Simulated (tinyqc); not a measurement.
Worked calculation: tunnelling through a thin dielectric with one trap, as a tight-binding chain. Values are carried at full precision from step to step, so a last printed digit may differ when a step is redone from the rounded ones.

Hopping -t everywhere, t = c/(m a^2), c = hbar^2/2m0; lead sites at 2t (band bottom 0), barrier sites 1 to N at 2t + phi, and site j has U besides. No voltage. Leads give S = -t exp(ika) on sites 1 and N, cos(ka) = 1 - E/(2t). T = (2 t sin(ka))^2 |G_1N|^2, G = (E - H - S)^-1. In the barrier cosh(q a) = 1 + (phi - E)/(2t).

Constants: hbar^2/2m0 = 3.80998211 eV angstrom^2; hbar = 6.58211957e-16 eV s.

Parameters, chosen for this exercise (barrier and mass of the size used for HfO2 on silicon; not measured data):
```
symbol  value  unit      meaning
a       2.5    angstrom  site spacing
m       0.2    m0        mass, the same in leads and barrier
phi     1.57   eV        conduction edge of the barrier above that of the leads
U       -3.83  eV        extra energy on the trap site
E       0.41   eV        electron energy
N       11               barrier sites
j       5                site of the trap
```

## Scales

Form t, ka, q a, and the level of the trap in an endless barrier, Eb = phi + 2t - sqrt(4 t^2 + U^2).

t = 3.0480 eV
ka = 0.36885 rad
q a = 0.60752
Eb = 0.4667 eV

## The matrix E - H - S

Fill it in.

E - H - S (eV):
```
,1,2,3,4,5,6,7,8,9,10,11
1,-4.4130+1.0989i,3.0480,0.0000,0.0000,0.0000,0.0000,0.0000,0.0000,0.0000,0.0000,0.0000
2,3.0480,-7.2560,3.0480,0.0000,0.0000,0.0000,0.0000,0.0000,0.0000,0.0000,0.0000
3,0.0000,3.0480,-7.2560,3.0480,0.0000,0.0000,0.0000,0.0000,0.0000,0.0000,0.0000
4,0.0000,0.0000,3.0480,-7.2560,3.0480,0.0000,0.0000,0.0000,0.0000,0.0000,0.0000
5,0.0000,0.0000,0.0000,3.0480,-3.4260,3.0480,0.0000,0.0000,0.0000,0.0000,0.0000
6,0.0000,0.0000,0.0000,0.0000,3.0480,-7.2560,3.0480,0.0000,0.0000,0.0000,0.0000
7,0.0000,0.0000,0.0000,0.0000,0.0000,3.0480,-7.2560,3.0480,0.0000,0.0000,0.0000
8,0.0000,0.0000,0.0000,0.0000,0.0000,0.0000,3.0480,-7.2560,3.0480,0.0000,0.0000
9,0.0000,0.0000,0.0000,0.0000,0.0000,0.0000,0.0000,3.0480,-7.2560,3.0480,0.0000
10,0.0000,0.0000,0.0000,0.0000,0.0000,0.0000,0.0000,0.0000,3.0480,-7.2560,3.0480
11,0.0000,0.0000,0.0000,0.0000,0.0000,0.0000,0.0000,0.0000,0.0000,3.0480,-4.4130+1.0989i
```

## Transmission

Invert the matrix; T = (2 t sin(ka))^2 |G_1N|^2.

first row of G (1/eV): -0.3944-0.2318i  -0.3264-0.1934i  -0.3828-0.2286i  -0.5848-0.3508i  -1.009-0.6065i  -0.5497-0.3309i  -0.2993-0.1813i  -0.1629-0.1006i  -0.08837-0.05830i  -0.04750-0.03814i  -0.02472-0.03250i

T = 0.008052

Without the trap T is 5.12e-06: the trap changes it by a factor 1.57e+03 at this energy.

## The resonance

Resonance: the lowest eigenvalue of H + S(E), iterated until its real part equals E (40 rounds from Eb = phi + 2t - sqrt(4t^2 + U^2), the level in an endless barrier). With v the normalised squared amplitudes of that state, Gamma_L = 2 t sin(ka) v_1, Gamma_R = 2 t sin(ka) v_N; Breit-Wigner T = Gamma_L Gamma_R/((E - Er)^2 + (Gamma_L + Gamma_R)^2/4).

Find Er, the two widths, the peak height 4 Gamma_L Gamma_R/(Gamma_L + Gamma_R)^2 and the escape time hbar/(Gamma_L + Gamma_R).

Er = 0.4627 eV

widths (meV): left 18.08, right 1.685

peak height = 0.3120
escape time = 33.3 fs

squared amplitudes: 0.0078  0.0172  0.0509  0.1625  0.5287  0.1613  0.0493  0.0152  0.0048  0.0016  0.0007

The nearby leads move the level 4.0 meV below its value in an endless barrier. The trap is closer to the left lead, which takes 91.5 % of the escapes.

## Checks

- T at Er from the chain against the Breit-Wigner peak: both 0.312.
- T without trap against the closed form for a lattice barrier: both 5.124e-06.

Computed by tinyqc, a small Python program: `OMP_NUM_THREADS=1 python tinyqc.py 1480880 1480881 out.jsonl` (the numbers bound the seed that draws the inputs); one thread of a shared host (Intel(R) Xeon(R) Processor @ 2.30GHz), about 0.1 s for the whole set of steps.
